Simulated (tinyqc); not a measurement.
Worked calculation: leakage currents through a thin dielectric. Computed by tinyqc, a small Python program that keeps every step. Command: `OMP_NUM_THREADS=1 python tinyqc.py 3019660 3019661 out.jsonl leak walk`. One thread of a shared host (Intel(R) Xeon(R) Processor @ 2.30GHz), about 0.02 s of CPU time with the checks. Intermediate numbers are printed to about 7 digits and carried at full precision; extremes and crossings named in words are read from the listed rows.

Electrons leave an electrode with Fermi energy E_F above its band bottom; barriers are counted from the Fermi level, and both electrodes are alike.

Inputs (values chosen for the exercise, modelled on Ta2O5):
```
quantity,value,unit
barrier height phi_B,0.741,eV
tunnelling mass m,0.27,m_0
static permittivity k,25.6,-
optical permittivity k_o,4.25,-
trap depth phi_t,0.85,eV
Poole-Frenkel prefactor sigma_0,3.5e-07,S/cm
thickness t,2.1,nm
electrode Fermi energy E_F,4.1,eV
electrode mass m_e,0.5,m_0
voltage V,0.38,V
temperature T,358,K
```

Stack: single layer.

Constants: m_0 = 9.1093837015e-31 kg; e = 1.602176634e-19 C; hbar = 1.054571817e-34 J s; k_B = 8.617333262e-05 eV/K; k_B = 1.380649e-23 J/K; eps_0 = 8.8541878128e-12 F/m; h = 6.62607015e-34 J s.

## Fields

Field F = V/t; equivalent oxide thickness 3.9 t/k.

field F = 1.809524 MV/cm

equivalent oxide thickness = 0.3199219 nm

## Transmission at the Fermi level

WKB: a layer of mass m, field F and barrier b(x) = b_0 - e F x gives the exponent (4 sqrt(2 m)/(3 hbar e F)) [b_0^(3/2) - max(b_0 - e F t, 0)^(3/2)] for b_0 > 0; b_0 = barrier - (E - E_F); the transmission is D(E) = exp(-sum of exponents), without image force.

exponent of the dielectric = 8.257298

transmission D(E_F) = 2.593587e-04

At E_F the barrier of the dielectric is trapezoidal (direct tunnelling).

## Tunnel current

Tsu-Esaki: J = (e m_e k_B T/(2 pi^2 hbar^3)) int D(E) ln[(1 + exp((E_F - E)/k_B T))/(1 + exp((E_F - eV - E)/k_B T))] dE over the normal energy E (its change with the mass at an interface is neglected) from max(0, E_F - 3 eV) to E_F + largest barrier, by 100 Gauss-Legendre points in each part, split at E_F - 0.3 eV (if inside the range) and E_F + 8 k_B T. The mean energy weights E - E_F by the integrand.

tunnel current density = 47677.63 A/cm^2

mean energy of the current above E_F = -0.2774330 eV

The current flows close to or below E_F.

## Thermal currents

Schottky emission J = A T^2 exp(-(phi_B - sqrt(e^3 F/(4 pi k_o eps_0)))/k_B T), A = 4 pi e m k_B^2/h^3 with the tunnelling mass; Poole-Frenkel J = sigma_0 F exp(-(phi_t - sqrt(e^3 F/(pi k_o eps_0)))/k_B T); both use the field F of the dielectric.

Schottky lowering = 0.2476074 eV

Poole-Frenkel lowering = 0.4952148 eV

Schottky current density = 0.4711478 A/cm^2

Poole-Frenkel current density = 6.413724e-06 A/cm^2

The Poole-Frenkel lowering is twice the Schottky one, because the charge of a trap is fixed while an image charge moves with the electron.

## Which mechanism rules?

The formulas are those given above.

Current densities (A/cm^2):
```
V (V),F (MV/cm),tunnelling,Schottky,Poole-Frenkel
0.076,0.361905,7425.8,5.575719e-03,1.796502e-10
0.130,0.619048,12957.5,1.683559e-02,2.801640e-09
0.190,0.904762,19601.1,4.489673e-02,2.912026e-08
0.270,1.285714,29759.4,1.335507e-01,3.661578e-07
0.320,1.523810,37200.2,2.433064e-01,1.440355e-06
0.380,1.809524,47677.6,4.711478e-01,6.413724e-06
0.460,2.190476,65303.3,1.053326e+00,3.880568e-05
0.570,2.714286,100260.9,2.861238e+00,3.548093e-04
```

The largest current is tunnelling from 0.0760 to 0.570 V. Over the table tunnelling grows by 1.1 decades, Schottky by 2.7 and Poole-Frenkel by 6.3. A plot of ln(J/F) against sqrt(F) for the Poole-Frenkel column has the slope 11.93 per sqrt(MV/cm), from which k_o follows; reading it as Schottky emission would give about k_o/4.

Checks made by the program: energy integral against adaptive quadrature (relative difference 1e-10).
